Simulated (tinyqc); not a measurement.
What moves the results: band gaps under pressure and temperature from deformation potentials. A value that a table varies takes the place of the one given here.

Murnaghan: V/V0 = (1 + Bp P/B0)^(-1/Bp), B0 = (C11 + 2 C12)/3. Each gap moves by a ln(V/V0) with its volume potential a, and falls with temperature by aV T^2/(T + bV) (Varshni); the two effects are added. No change of phase is considered.

Constants: hc = 1239.841984 eV nm.

Inputs chosen for the exercise (near those of GaAs, the X and L potentials typical of such crystals; the results hold for these values, not for the real material):
```
symbol  value                unit   meaning
Eg      1.512                eV     gap at Gamma to the s-like level at 0 K, 0 GPa
EgX     1.954                eV     gap to X at 0 K, 0 GPa
EgL     1.838                eV     gap to L at 0 K, 0 GPa
C11     120.3                GPa
C12     56.3                 GPa
Bp      4.7                         pressure derivative of the bulk modulus
aG      -8.23                eV     volume potential of the Gamma gap
aX      2.19                 eV     volume potential of the X gap
aL      -3.16                eV     volume potential of the L gap
aV      (0.54, 0.439, 0.61)  meV/K  Varshni alpha of Gamma, X, L
bV      (195, 215, 198)      K      Varshni beta of Gamma, X, L
T       300                  K      temperature
P       3.2                  GPa    pressure
```

## Gaps against pressure

The last column is the linear form E0 + c1 P for Gamma, c1 = -aG/B0.

Gaps (eV):
```
P (GPa)  ln(V/V0)  Gamma      X      L  lowest  Gamma, linear
0.00       0.0000  1.414  1.877  1.728   Gamma          1.414
0.75      -0.0094  1.492  1.857  1.758   Gamma          1.493
1.50      -0.0185  1.566  1.837  1.786   Gamma          1.573
2.25      -0.0272  1.637  1.818  1.814   Gamma          1.652
3.00      -0.0355  1.706  1.800  1.840   Gamma          1.732
3.75      -0.0435  1.772  1.782  1.865   Gamma          1.811
4.50      -0.0513  1.836  1.765  1.890       X          1.891
5.25      -0.0587  1.897  1.749  1.913       X          1.970
6.00      -0.0659  1.956  1.733  1.936       X          2.050
```

How do the results move?

Over 6 GPa Gamma moves by +0.543, L by +0.208 and X by -0.144 eV. The lowest valley changes: Gamma to X between 3.75 and 4.50 GPa, and the fundamental gap peaks at 1.772 eV on these points. The linear form overshoots by 93 meV at the end, because the crystal stiffens; the gap is linear in ln V, not in P.

## Gaps against temperature

At the pressure P; wavelength hc/E of the lowest gap.

Gaps (eV):
```
T (K)   Gamma       X       L  lowest  wavelength (nm)
0      1.8221  1.8715  1.9571   Gamma            680.5
50     1.8166  1.8673  1.9509   Gamma            682.5
100    1.8038  1.8575  1.9366   Gamma            687.4
200    1.7674  1.8292  1.8958   Gamma            701.5
300    1.7239  1.7948  1.8468   Gamma            719.2
400    1.6769  1.7573  1.7938   Gamma            739.4
500    1.6278  1.7180  1.7386   Gamma            761.6
600    1.5776  1.6776  1.6819   Gamma            785.9
```

What can be read from the table?

From 0 to 100 K the Gamma gap falls by 18.3 meV, from 500 to 600 K by 50.3 meV: quadratic below bV, linear with a slope tending to aV = 0.54 meV/K above. Gamma stays lowest. A pressure of 0.93 GPa, with the slope -aG/B0 at zero pressure, would undo the fall of the Gamma gap from 0 to 300 K.

## What each parameter does

Gaps at P and T. Each row changes one parameter from the base and keeps the others.

Results:
```
case              Gamma (eV)  X (eV)  L (eV)
base                  1.7239  1.7948  1.8468
T = 350 K             1.7007  1.7763  1.8207
C11 = 108.27 GPa      1.7393  1.7907  1.8527
C12 = 61.93 GPa       1.7107  1.7983  1.8418
Bp = 4.23             1.7265  1.7941  1.8478
aG = -9.053 eV        1.7549  1.7948  1.8468
aX = 2.409 eV         1.7239  1.7865  1.8468
aL = -3.476 eV        1.7239  1.7948  1.8587
P = 3.52 GPa          1.7521  1.7873  1.8576
```

How do the results move?

The largest shifts from the base row, up to three for each result and ties (the steps differ in size, so this ranks the rows, not the parameters). Gamma (eV): aG +0.0310, P +0.0282, T -0.0232; unchanged at the printed digits by aX and aL. X (eV): T -0.0185, aX -0.0083, P -0.0075; unchanged at the printed digits by aG and aL. L (eV): T -0.0261, aL +0.0119, P +0.0108; unchanged at the printed digits by aG and aX.

Computed by tinyqc, a small Python program: `OMP_NUM_THREADS=1 python tinyqc.py 1081022 1081023 out.jsonl` (the numbers bound the seed that draws the inputs); one thread of a shared host (Intel(R) Xeon(R) Processor @ 2.30GHz), about 0.01 s for the whole set of steps.
